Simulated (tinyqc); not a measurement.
Scan in temperature at fixed frequency: admittance spectroscopy and thermally stimulated current of one trap level in a depletion layer. Computed by tinyqc, a small Python program. Command: `OMP_NUM_THREADS=1 python tinyqc.py 3110986 3110987 out.jsonl admit walk`. One thread of a shared host (Intel(R) Xeon(R) Processor @ 2.30GHz), about 0.01 s of CPU time with the checks.

A Schottky junction on n-type material holds one donor-like electron trap; shallow donors are fully ionised and abrupt depletion edges are assumed.

Inputs (values chosen for the exercise, modelled on n-type germanium): dielectric constant eps = 16.3; density-of-states mass m = 0.563 m_0; shallow doping N = 2.6e+16 1/cm^3; trap density N_t = 3.7e+15 1/cm^3; trap depth E_t below the band = 0.165 eV; capture cross section sigma = 6e-15 cm^2; band bending V_b = 0.46 V; test frequency f = 300000 Hz.

Constants: k_B = 1.380649e-23 J/K; m_0 = 9.1093837015e-31 kg; h = 6.62607015e-34 J s; k_B = 8.617333262e-05 eV/K; eps_0 = 8.8541878128e-12 F/m; e = 1.602176634e-19 C.

Method:
- N_c = 2 (2 pi m k_B T/h^2)^(3/2), v_th = sqrt(3 k_B T/m), emission rate e_n = sigma v_th N_c exp(-E_t/(k_B T)).
- Where the level crosses the Fermi level capture equals emission, so the trap follows the signal with the rate 2 e_n; G/omega peaks at omega = 2 e_n (the correction for large N_t/N is left out).
- Solve 2 e_n(T_p) = 2 pi f.
- With E_c - E_F = k_B T_p ln(N_c/N): lambda = sqrt(2 eps eps_0 (E_t - (E_c - E_F))/(e^2 N)); traps are empty and charged for x < x_t = w - lambda, and V_b = e (N w^2 + N_t x_t^2)/(2 eps eps_0). High frequency: C_hf = eps eps_0/w. Low frequency: C_lf = eps eps_0 (N + N_t)/(N w + N_t x_t).
- With x = omega/(2 e_n): C = C_hf + (C_lf - C_hf)/(1 + x^2), G/omega = (C_lf - C_hf) x/(1 + x^2); C_hf and C_lf are held at their values at T_p.

peak temperature T_p = 152.964 K

C_hf = 82.4189 nF/cm^2

C_lf = 87.5820 nF/cm^2

Admittance:
```
T (K)  omega/(2 e_n)  C (nF/cm^2)  G/omega (nF/cm^2)
134.6         7.1254       82.519             0.7106
140.7         3.5194       82.805             1.3574
145.3         2.1449       83.341             1.9773
149.9         1.3450       84.257             2.4722
153.0         0.9966       85.009             2.5815
156.0         0.7536       85.712             2.4816
160.6         0.5003       86.548             2.0660
166.7         0.3002       87.155             1.4217
174.4         0.1652       87.445             0.8301
```

What does the comparison show, and why?

The peak of G/omega is half the step, 2.58 nF/cm^2. Its full width is near 2 ln(2 + sqrt3) k_B T_p^2/(E_t + 2 k_B T_p) = 27.8 K.

Extremes, crossings and ranges named in words are read from the listed rows.
